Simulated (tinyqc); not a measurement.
Debye-Callaway model of lattice thermal conductivity: one step, computed by the program tinyqc. Command: `OMP_NUM_THREADS=1 python tinyqc.py 3022093 3022094 out.jsonl callaway walk`. One thread of a shared host (Intel(R) Xeon(R) Processor @ 2.30GHz), about 0.01 s of CPU time with the checks.

Three acoustic branches with one velocity v, cut at omega_D = k_B Theta/hbar; x = hbar omega/(k_B T). v and Theta are separate inputs: Theta cuts off the heat-carrying modes, so C need not reach 3 k_B/V. gamma is an effective value that sets the umklapp rate. Heat flows along the film.

Question. Scattering rates at one frequency. Rates: point defects A omega^4; umklapp B omega^2 T exp(-Theta/(b T)) with B = hbar gamma^2/(M v^2 Theta). Film: the bulk time tau of each mode, from the resistive rates above, is multiplied by the Fuchs-Sondheimer factor F = (3/2) int_0^1 (1 - u^2) [1 - (1 - p) (u/d) (1 - E)/(1 - p E)] du, with E = exp(-d/u), d = t/(v tau), by 48 Gauss-Legendre points in z with u = z^4; the boundary rate is defined as 1/(F tau) - 1/tau. The resistive time is tau_R = 1/(boundary + point-defect + umklapp rates), and the free path is v tau_R.

Inputs (values chosen for the exercise, modelled on gallium arsenide): sound velocity v = 3680 m/s; Debye temperature Theta = 344 K; mean atomic mass M = 72.3 u; effective Grueneisen parameter gamma = 2.07; umklapp exponent divisor b = 3; film thickness t = 1.6 micrometre; specularity p = 0.6; temperature T = 300 K; probe frequency omega/omega_D = 0.37.

Sample: film. Point defects: vacancies. Normal processes: left out.

Rayleigh coefficient A = 6.170939e-45 s^3

Constants: k_B = 1.380649e-23 J/K; hbar = 1.054571817e-34 J s; u = 1.6605390666e-27 kg.

Give: omega; Rates; tau_R; free path.

Answer.

omega = 1.6664e+13 rad/s

Rates:
```
process        rate (1/s)  rate x tau_R
boundaries     3.4758e+08     0.0074355
point defects  4.7580e+08      0.010178
umklapp        4.5923e+10       0.98239
```

tau_R = 2.1392e-11 s

free path = 78.722 nm

The strongest resistive process at this frequency: umklapp, 98 % of the resistive rate.
